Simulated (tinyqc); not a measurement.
Valley-orbit splitting of a donor ground state, with strain: one step, computed by the program tinyqc.

The basis is the 1s envelope in each valley; energies are counted from the unstrained conduction-band edge. The strain is e_s (a a^T - 1/3) for the unit stress axis a, so valley j along n_j moves by Xi_u e_s w_j with w_j = (n_j.a)^2 - 1/3: +2/3 for [111], -2/9 for the others.

Problem. Levels and ground state under strain. Diagonalise H; the ground vector has positive components. The density at the nucleus, and so the contact hyperfine coupling, scales as (sum_j c_j)^2/(number of valleys), which is 1 without strain; the envelopes are held fixed.

Valleys: four along <111>. Stress axis: [111].

H (meV), rows [111], [1-1-1], [-11-1], [-1-11]:
```
[[-11.99027, -0.91000, -0.91000, -0.91000],
 [-0.91000, -10.60324, -0.91000, -0.91000],
 [-0.91000, -0.91000, -10.60324, -0.91000],
 [-0.91000, -0.91000, -0.91000, -10.60324]]
```

Give: levels; valley amplitudes of the ground state; hyperfine ratio A/A_0.

Solution.

levels (meV): [-13.798, -10.616, -9.693, -9.693]

valley amplitudes of the ground state: [111] 0.65724, [1-1-1] 0.43514, [-11-1] 0.43514, [-1-11] 0.43514

hyperfine ratio A/A_0 = 0.96300
